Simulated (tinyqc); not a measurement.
# Composition from the perpendicular lattice constant

Problem. The layer is x parts of the first compound and 1 - x of the second, grown coherently on the third as substrate and barrier. Rows of the table: lattice constant a, average valence level Ea on an absolute scale, spin-orbit splitting so, gaps at Gamma, X and L, hydrostatic deformation potentials av and ac (Gamma), shear potential b, elastic constants, electron and heavy-hole (along z) masses. All are interpolated linearly in x; gaps get -C x (1 - x), taken wholly in the conduction band; real line-ups can differ from this model by 0.1 eV or more. In-plane strain e = (a_substrate - a)/a, e_z = -2 (c12/c11) e, volume change 2 e + e_z. X-ray diffraction gives a_z = a (1 + e_z) of the coherent layer. Find x, e and the relaxed Gamma gap.

Parameters, values chosen for the exercise: bowing of the Gamma gap CG = 0.7 eV; bowing of the X gap CX = 0 eV; bowing of the L gap CL = 0 eV.

Binary compounds, values chosen for the exercise:

|  | close to InAs | close to AlAs | close to InP |
|---|---|---|---|
| a (angstrom) | 6.058 | 5.661 | 5.869 |
| Ea (eV) | -6.67 | -7.49 | -7.04 |
| so (eV) | 0.376 | 0.284 | 0.109 |
| EG (eV) | 0.354 | 3.04 | 1.36 |
| EX (eV) | 1.36 | 2.16 | 2.22 |
| EL (eV) | 1.06 | 2.38 | 1.93 |
| av (eV) | 0.989 | 2.45 | 1.28 |
| ac (eV) | -5.02 | -5.6 | -5.01 |
| b (eV) | -1.79 | -1.5 | -1.69 |
| c11 (GPa) | 83 | 127 | 101 |
| c12 (GPa) | 44.8 | 53.2 | 55.6 |
| me (m0) | 0.0231 | 0.152 | 0.0797 |
| mh (m0) | 0.334 | 0.473 | 0.535 |

lattice constant along the growth direction = 5.78246193 angstrom

Answer. a_z changes steadily with x, about (1 + 2 c12/c11) times as fast as the relaxed lattice constant, so one composition matches.

x = 0.410
e = 0.777 %
relaxed Gamma gap = 1.77 eV

Numbers from tinyqc (`OMP_NUM_THREADS=1 python tinyqc.py 2690068 2690069 out.jsonl`; about 0.01 s on one thread of a shared Intel Xeon 2.30GHz).
